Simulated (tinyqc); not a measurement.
From results back to parameters: band gaps under pressure and temperature from deformation potentials. Three cases, with inputs chosen for the exercise.

Problem. A gap moves by a ln(V/V0) with V/V0 = (1 + Bp P/B0)^(-1/Bp). B0 and the shifts at two pressures are given.

Find: ratio of the shifts; Bp; a.

Method. The ratio of the shifts, ln(1 + Bp P2/B0)/ln(1 + Bp P1/B0), falls steadily from P2/P1 as Bp grows and so fixes Bp; then a = -shift x Bp/ln(1 + Bp P/B0).

Case 1.

Values chosen (out of a larger set: near those of Ge, the X and L potentials typical of such crystals; not measured data): P12 = (4, 10) GPa (two pressures).

B0 = 75.5000 GPa

shifts at the two pressures (eV): 0.4470608  0.9783420

Solution.

ratio of the shifts = 2.1884
Bp = 4.46
a = -9.40 eV

Case 2.

Values chosen (out of a larger set: near those of GaAs, the X and L potentials typical of such crystals; not measured data): P12 = (4, 5) GPa (two pressures).

B0 = 78.1000 GPa

shifts at the two pressures (eV): 0.3882908  0.4732330

Solution.

ratio of the shifts = 1.2188
Bp = 4.86
a = -8.49 eV

Case 3.

Values chosen (out of a larger set: near those of AlAs, the X and L potentials typical of such crystals; not measured data): P12 = (2, 4) GPa (two pressures).

B0 = 76.7000 GPa

shifts at the two pressures (eV): 0.2001560  0.3814165

Solution.

ratio of the shifts = 1.9056
Bp = 4.21
a = -8.09 eV

Computed by tinyqc, one run a case: `OMP_NUM_THREADS=1 python tinyqc.py N N+1 out.jsonl` with N = 1050989, 1051007, 1051047; one thread of a shared Intel(R) Xeon(R) Processor @ 2.30GHz, about 0.01 s a run at most.
